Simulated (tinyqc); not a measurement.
Capacitance measurement on a leaky thin oxide: effects of series resistance and leakage: readings against frequency.

The device is a capacitance C in parallel with a leakage conductance G, in series with Rs and Ls. An impedance meter reports either a parallel pair (Cp, Gp) from Y = 1/Z = Gp + i w Cp or a series pair (Cs, Rm) from Z = Rm + 1/(i w Cs); w = 2 pi f, dissipation D = Gp/(w |Cp|).

EOT = 3.9 tox/eox; CET = EOT + zc + zp; C = 3.9 eps0 A/CET; G = Jg A/Vs. Z = Rs + i w Ls + 1/(G + i w C); CET read from Cp = 3.9 eps0 A/Cp; errors under 0.001 % are printed as 0.

Values chosen for this exercise; values of the order met in thin-oxide MOS capacitors: relative permittivity of the gate insulator (close to zirconium oxide) eox = 24.3; insulator thickness tox = 2.8 nm; gate area A = 400 um^2; oxide-equivalent thickness added by the accumulation layer zc = 0.27 nm; oxide-equivalent thickness added by gate depletion zp = 0.24 nm; gate leakage current density, not matched to the thickness Jg = 0.02 A/cm^2; voltage for an e-fold rise of the leakage Vs = 0.37 V; series resistance Rs = 43 ohm; series inductance Ls = 140 nH.

Constants: eps0 = 8.8541878128e-14 F/cm where lengths are in cm. Results are converted to the units shown.

The same in every row: C (pF) = 14.397.

Readings against frequency:
```
f (Hz),Cp (pF),Cs (pF),D,error of Cp (%),error of Cs (%),CET read from Cp (nm)
1000,14.397,96.647,2.3902,-1.86e-3,571,0.95940
3000,14.397,23.536,0.79674,-1.86e-3,63.5,0.95940
10000,14.397,15.220,0.23906,-1.86e-3,5.71,0.95940
30000,14.397,14.489,0.079789,-1.85e-3,0.635,0.95940
1e5,14.397,14.406,0.024291,-1.80e-3,0.0572,0.95940
3e5,14.397,14.398,0.0091343,-1.28e-3,7.06e-3,0.95939
1e6,14.398,14.399,0.0062805,4.58e-3,8.53e-3,0.95934
3e6,14.405,14.408,0.012475,0.0562,0.0717,0.95884
1e7,14.490,14.513,0.039451,0.645,0.802,0.95323
3e7,15.266,15.508,0.12578,6.04,7.71,0.90477
```

What does the table show?

D goes from 2.39 through a minimum of 0.00628 (at f = 1e6 Hz among the rows listed) to 0.126; without inductance its minimum lies at f = sqrt(G (1 + G Rs)/Rs)/(2 pi C) = 7.84e5 Hz. The error of Cp goes from -0.00186 to 6.04 % and that of Cs from 571 to 7.71 %; at low frequency Cp tends to C/(1 + G Rs)^2 and Cs grows as 1 + (G/(w C))^2. One of the two readings is within 2 % of C for f = 1000, 3000, 10000, 30000, 1e5, 3e5, 1e6, 3e6, 1e7 Hz. At the highest frequencies Ls raises both readings, by about w^2 Ls C in relative terms. For f = 1000 D exceeds 1, where the accuracy of real meters degrades in proportion to sqrt(1 + D^2).

Numbers from tinyqc (`OMP_NUM_THREADS=1 python tinyqc.py 2022024 2022025 out.jsonl`; about 0.01 s on one thread of a shared Intel Xeon 2.30GHz).
